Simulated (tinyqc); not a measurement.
Electron mobility in a silicon inversion layer, empirical terms and Matthiessen rule: effect of the temperature.

Inversion layer of sheet density Ns on a uniformly doped body, under a high-permittivity gate with an interlayer. The mobility terms are empirical power laws with prefactors chosen for the exercise; adding their inverses (Matthiessen) is itself an approximation.

Nc and Nv are given at 300 K and scale as (T/300 K)^1.5; Eg is fixed. ni = sqrt(Nc Nv) exp(-Eg/(2 Vt)), Eg in volts; Ndep = sqrt(2 eps0 eps_r Nb (2 Vt ln(Nb/ni) + Vsb)/q); E = q (Ndep + eta Ns)/(eps0 eps_r), in MV/cm. With t = T/(300 K): muC = Ac (Ns/1e12 cm^-2) t/(Nb/1e17 cm^-3 + Nit/1e11 cm^-2), muP = Ap E^(-1/3) t^(-1.75), muS = As E^(-gs), muR = Ar exp(2 ti/lr)/t; 1/mu is the sum of the inverses.

Parameters, values chosen for the exercise; material values close to those of silicon: band gap Eg = 1.13 eV; relative permittivity of the semiconductor eps_r = 11.9; conduction-band density of states at the reference temperature Nc = 2.79e19 cm^-3; valence-band density of states at the reference temperature Nv = 2.63e19 cm^-3; body doping Nb = 3.7e17 cm^-3; reverse body bias Vsb = 0 V; weight of the inversion charge in the effective field eta = 0.5; phonon-limited mobility at 1 MV/cm and 300 K Ap = 455 cm^2/(V s); roughness-limited mobility at 1 MV/cm As = 979 cm^2/(V s); exponent of the roughness term gs = 2; Coulomb prefactor Ac = 2400 cm^2/(V s); charge at the interface Nit = 4.3e10 cm^-2; remote-phonon mobility without interlayer Ar = 240 cm^2/(V s); interlayer thickness ti = 0.4 nm; decay length of remote phonons lr = 0.6 nm; inversion density Ns = 5.8e11 cm^-2.

Constants: q = 1.602176634e-19 C, kB = 1.380649e-23 J/K, Vt = kB T/q, eps0 = 8.8541878128e-14 F/cm where lengths are in cm. Results are converted to the units shown.

Result of one run:

| E (MV/cm) | muC (cm^2/(V s)) | muP (cm^2/(V s)) | muS (cm^2/(V s)) | muR (cm^2/(V s)) | mu (cm^2/(V s)) |
|---|---|---|---|---|---|
| 0.34493 | 449.39 | 392.16 | 8228.5 | 682.86 | 157.20 |

Which temperature T gave this result: 120, 200, 300, 400 or 450 K?

T = 400 K.

The whole series:

| T (K) | E (MV/cm) | muC (cm^2/(V s)) | muP (cm^2/(V s)) | muS (cm^2/(V s)) | muR (cm^2/(V s)) | mu (cm^2/(V s)) |
|---|---|---|---|---|---|---|
| 120 | 0.39103 | 134.82 | 3092.7 | 6402.8 | 2276.2 | 119.96 |
| 160 | 0.38579 | 179.76 | 1877.8 | 6577.7 | 1707.2 | 146.34 |
| 200 | 0.38004 | 224.70 | 1277.1 | 6778.3 | 1365.7 | 163.58 |
| 250 | 0.37222 | 280.87 | 870.25 | 7066.2 | 1092.6 | 173.42 |
| 300 | 0.36374 | 337.05 | 637.40 | 7399.3 | 910.48 | 173.33 |
| 350 | 0.35465 | 393.22 | 490.82 | 7783.7 | 780.41 | 166.93 |
| 400 | 0.34493 | 449.39 | 392.16 | 8228.5 | 682.86 | 157.20 |
| 450 | 0.33457 | 505.57 | 322.37 | 8745.7 | 606.99 | 146.16 |

As T goes from 120 to 450 K, E falls from 0.391 to 0.335 MV/cm and mu goes from 120 through a maximum of 173 (at T = 250 K among the rows listed) to 146 cm^2/(V s). The smallest term is the Coulomb one in the first row and the phonon one in the last. Coulomb scattering weakens and phonon scattering grows with T, hence the maximum. For T = 120 to 160 K dopant freeze-out and degenerate screening, left out here, matter.

Program tinyqc, `OMP_NUM_THREADS=1 python tinyqc.py 2510128 2510129 out.jsonl`; Intel Xeon 2.30GHz, shared host, one thread, about 0.01 s.
